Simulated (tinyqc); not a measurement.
## Metal-interlayer-semiconductor contact, depinning against tunnelling resistance: contact resistivity against the conduction-band offset of the interlayer above the semiconductor

Zero bias, n-type semiconductor. Gap states at the semiconductor surface thin out as exp(-be ti), which unpins the barrier; electrons must then cross the interlayer (a rectangular barrier, no voltage drop across it) and the parabolic depleted layer, both by WKB. Energies E are counted from the Fermi level; no image force, parabolic bands.

S = 1/(1 + (1/S0 - 1) exp(-be ti)); phiB = S (phiM - chi) + (1 - S)(Eg - E0); xi = Ec - EF deep inside, from Nd = Nc F(-xi/Vt), F(x) = (2/sqrt(pi)) int_0^infinity sqrt(u) du/(1 + exp(u - x)); band bending U = phiB - xi; E00 = (hbar/2) sqrt(Nd/(eps0 eps_r mt m0)) in volts; A = 4 pi q mA m0 kB^2/h^3. With U = phiB - xi: for xi < E < phiB, y = (E - xi)/U and G1 = (U/E00) [sqrt(1 - y) - y ln((1 + sqrt(1 - y))/sqrt(y))], G1 = 0 above phiB; G2 = 2 ti sqrt(mi max(phiB + dE - E, 0)/C), C = hbar^2/(2 m0); f = 1/(1 + exp(E/Vt)); 1/rho_c = (A T^2/Vt^2) times the integral of exp(-G1 - G2) f over E from xi upwards. Shares under 0.001 % are printed as 0; rows without band bending are left out.

Parameters, values chosen for the exercise; semiconductor values close to those of gallium arsenide; interlayer mass of the order of that in zinc oxide, offset chosen freely:
- T = 300 K (temperature)
- Eg = 1.47 eV (band gap)
- eps_r = 12.8 (relative permittivity)
- chi = 3.97 eV (electron affinity)
- Nc = 4.4e17 cm^-3 (conduction-band density of states at T)
- mt = 0.0695 m0 (tunnelling mass in the semiconductor)
- mA = 0.0694 m0 (Richardson mass)
- Nd = 1.3e19 cm^-3 (donor density)
- E0 = 0.49 eV (charge-neutrality level above the valence band)
- S0 = 0.1 (pinning factor without interlayer)
- phiM = 4.48 eV (metal work function)
- ti = 0.5 nm (interlayer thickness)
- mi = 0.29 m0 (tunnelling mass in the interlayer)
- be = 4.8 1/nm (decay constant of gap states through the interlayer)

Constants: q = 1.602176634e-19 C, kB = 1.380649e-23 J/K, eps0 = 8.8541878128e-12 F/m, hbar = 1.054571817e-34 J s, h = 6.62607015e-34 J s, m0 = 9.1093837015e-31 kg, Vt = kB T/q, hbar^2/(2 m0) = 0.0380998212 eV nm^2. Results are converted to the units shown.

The same in every row: S = 0.551; phiB (eV) = 0.721; E00/Vt = 2.75; rho_c with G2 = 0 (ohm cm^2) = 1.22e-5; share above phiB (%) = 0.

Contact resistivity against the conduction-band offset of the interlayer above the semiconductor:

| dE (eV) | rho_c (ohm cm^2) | peak of the integrand (eV) |
|---|---|---|
| 0 | 1.28e-4 | -0.00107 |
| 0.5 | 2.59e-4 | -0.00201 |
| 1 | 4.59e-4 | -0.00250 |
| 1.5 | 7.51e-4 | -0.00281 |
| 2 | 0.00116 | -0.00303 |
| 2.5 | 0.00174 | -0.00320 |
| 3 | 0.00252 | -0.00333 |

What does the table show?

As dE goes from 0 to 3, phiB stays at 0.721 eV and rho_c rises from 1.28e-4 to 0.00252 ohm cm^2. The ratio of rho_c to its value with G2 = 0 runs from 10.5 to 206.

Computed by the program tinyqc: `OMP_NUM_THREADS=1 python tinyqc.py 2270118 2270119 out.jsonl`, one thread of a shared Intel Xeon 2.30GHz, about 0.03 s for the whole run.
